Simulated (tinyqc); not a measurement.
Velocity against field: two-valley model of the transferred-electron effect. Computed by tinyqc, a small Python program. Command: `OMP_NUM_THREADS=1 python tinyqc.py 3024601 3024602 out.jsonl gunn walk`. One thread of a shared host (Intel(R) Xeon(R) Processor @ 2.30GHz), about 0.01 s of CPU time with the checks.

Both kinds of valley share one electron temperature T_e, and each has a constant mobility.

Inputs (values chosen for the exercise, for a model semiconductor):

| quantity | value | unit |
|---|---|---|
| central-valley mass m1 | 0.062 | m_0 |
| satellite-valley mass m2 | 0.4 | m_0 |
| satellite valleys Z | 6 | - |
| valley separation dE | 0.39 | eV |
| central-valley mobility mu1 | 1000 | cm^2/(V s) |
| satellite-valley mobility mu2 | 410 | cm^2/(V s) |
| energy relaxation time tau_E | 0.66 | ps |
| lattice temperature T | 500 | K |
| electric field F | 34 | kV/cm |

Solver: bisection.

Constants: k_B = 8.617333262e-05 eV/K.

Method. Density-of-states ratio R = Z (m2/m1)^(3/2); n2/n1 = R exp(-dE/(k_B T_e)); mean mobility mu = (mu1 + mu2 n2/n1)/(1 + n2/n1); energy balance e mu F^2 = (3/2) k_B (T_e - T)/tau_E; v = mu F.

low-field mobility = 993.278 cm^2/(V s)

R = 98.3227

The curve:

| F (kV/cm) | T_e (K) | share in the satellites (%) | v (1e7 cm/s) | low-field line (1e7 cm/s) |
|---|---|---|---|---|
| 3.4 | 5.5803e+02 | 2.869 | 0.334 | 0.338 |
| 8.5 | 8.1026e+02 | 26.947 | 0.715 | 0.844 |
| 17.0 | 1.3149e+03 | 75.887 | 0.939 | 1.689 |
| 24.0 | 1.8816e+03 | 89.871 | 1.127 | 2.384 |
| 34.0 | 3.0683e+03 | 95.744 | 1.479 | 3.377 |
| 48.0 | 5.4809e+03 | 97.730 | 2.032 | 4.768 |
| 68.0 | 1.0396e+04 | 98.452 | 2.850 | 6.754 |
| 100.0 | 2.1807e+04 | 98.764 | 4.173 | 9.933 |
| 170.0 | 6.1943e+04 | 98.918 | 7.079 | 16.886 |
| 340.0 | 2.4607e+05 | 98.975 | 14.146 | 33.771 |

v rises in every row; the share in the slow valleys goes from 2.9 to 99 %, too gradually against the field for a falling branch among these rows. With constant mobilities n2/n1 tends to R and v ends on the line (mu1 + R mu2) F/(1 + R), a mobility of 416; real satellites saturate instead. Rows with T_e above 3000 K lie outside the range of a Maxwellian in parabolic valleys.
